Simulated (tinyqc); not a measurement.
Worked calculation: Hubbard ring of 3 sites. Computed by tinyqc, a small Python program that keeps every step. Settings: hopping = 1.55, U = 6.9, mixing = 0.2, iteration cap = 68. Command: `OMP_NUM_THREADS=1 python tinyqc.py 24632 24633 out.jsonl` (the two numbers bound the seeds that draw the settings). One thread of a shared host (Intel(R) Xeon(R) Processor @ 2.60GHz), about 0.2 s of CPU time with the checks. Later iterations appear only in the table of the cycle.

## Mean-field iteration 1

one-body matrix (hopping and site energies) (eV), lower triangle:
```
           1          2          3
1   0.960000
2  -1.550000  -0.160000
3  -1.550000  -1.550000  -0.630000
```

U = 6.900000 eV

electrons, up and down: 2  1

mixing = 0.200000

n(up) at the start (a guess, not normalised): 1 0.717000, 2 0.617000, 3 0.717000

n(down) at the start (a guess): 1 0.283000, 2 0.383000, 3 0.283000

H(up) = T + U n(down), H(down) = T + U n(up); fill the lowest levels; n(new) = n + mixing (n(out) - n); E = tr T (rho up + rho down) + U sum n_up n_down of the output.

levels, up (eV): -0.963194  3.402880  4.278413

levels, down (eV): 1.551337  5.757644  7.012919

energy = -0.058419 eV

n(up) after iteration 1: 1 0.646993, 2 0.622382, 3 0.771424

n(down) after iteration 1: 1 0.266791, 2 0.390376, 3 0.302033

## Mean-field iteration 2

As before.

levels, up (eV): -0.914737  3.473070  4.230147

levels, down (eV): 1.591978  5.950726  6.708815

energy = -0.254226 eV

n(up) after iteration 2: 1 0.599120, 2 0.617529, 3 0.815991

n(down) after iteration 2: 1 0.262586, 2 0.397319, 3 0.307455

## Convergence

Each step fills the lowest levels of T + U n(other spin) and sets n(new) = n + mixing (n(out) - n); stop when output and input agree to 1e-8.

Course of the cycle:
```
iteration       E (eV)  largest |n(out) - n(in)|  mean |n_up - n_down|
1          -0.05841935                  3.50e-01              0.333333
2          -0.25422610                  2.39e-01              0.333333
3          -0.36425334                  1.81e-01              0.333333
4          -0.42512010                  1.46e-01              0.333333
5          -0.46021316                  1.17e-01              0.333333
6          -0.48153670                  9.35e-02              0.333333
7          -0.49546458                  7.46e-02              0.333333
8          -0.50572440                  6.35e-02              0.333333
9          -0.51477265                  6.04e-02              0.333333
10         -0.52452134                  6.02e-02              0.333333
11         -0.53677556                  6.25e-02              0.333333
...                ...                       ...                   ...
58         -1.36458939                  1.21e-03              0.823844
59         -1.36459021                  1.04e-03              0.823914
60         -1.36459081                  8.91e-04              0.823975
61         -1.36459126                  7.65e-04              0.824027
62         -1.36459158                  6.57e-04              0.824071
63         -1.36459182                  5.64e-04              0.824110
64         -1.36459200                  4.85e-04              0.824143
65         -1.36459213                  4.16e-04              0.824171
66         -1.36459223                  3.57e-04              0.824195
67         -1.36459230                  3.07e-04              0.824216
68         -1.36459235                  2.63e-04              0.824234
```

Not converged within 68 iterations: the residual falls steadily but slowly, by a factor of about 0.86 a step. The lowest mean-field energy found from random starts is -1.36459 eV. Reruns (cap 100 unless said): mixing 0.5: converged in 50 (E = -1.36459); mixing 0.9: not converged; the original settings with a cap of 400: converged in 135 (E = -1.36459).

## The many-body Hamiltonian

Basis: all placements (u, d, 2, 0 on each site), up operators ordered before down ones; hops carry the sign of the same-spin electrons passed.

H (eV), lower triangle:
```
           2u0        u20        uud        20u        udu        u02        duu        02u
2u0   8.660000
u20  -1.550000   7.540000
uud  -1.550000  -1.550000   0.170000
20u  -1.550000   0.000000   0.000000   8.190000
udu   0.000000  -1.550000   0.000000  -1.550000   0.170000
u02   0.000000   0.000000  -1.550000  -1.550000  -1.550000   6.600000
duu   1.550000   0.000000   0.000000  -1.550000   0.000000   0.000000   0.170000
02u   0.000000   1.550000   0.000000   0.000000  -1.550000   0.000000  -1.550000   5.950000
0u2   0.000000   0.000000   1.550000   0.000000   0.000000  -1.550000  -1.550000  -1.550000

          0u2
0u2  5.480000
```

## Exact diagonalisation (9 states)

Lowest levels of the sector, and the double occupancy of the lowest state.

lowest levels (eV): -1.791797  -1.583755  0.170000  4.615224  5.519803  7.049865

double occupancy per site = 0.079430

## The lowest level by Lanczos steps

From a random start vector (not printed): a_j = <q_j|H|q_j>, b_j = norm of the remainder after orthogonalising; the Ritz value is the lowest eigenvalue of the tridiagonal matrix of a and b so far.

Lanczos:
```
j  a_j (eV)  b_j (eV)  lowest Ritz value (eV)
1  3.124784  4.265134              3.12478429
2  5.969745  3.523851              0.05117483
3  6.088874  3.451009             -0.66655260
4  2.600579  3.002529             -1.20760765
5  4.380737  0.481703             -1.61538593
6  3.846182  3.711319             -1.61914161
7  1.645653  2.999833             -1.63190515
8  8.076166  1.108827             -1.78494258
9  7.197279         0             -1.79179709
```
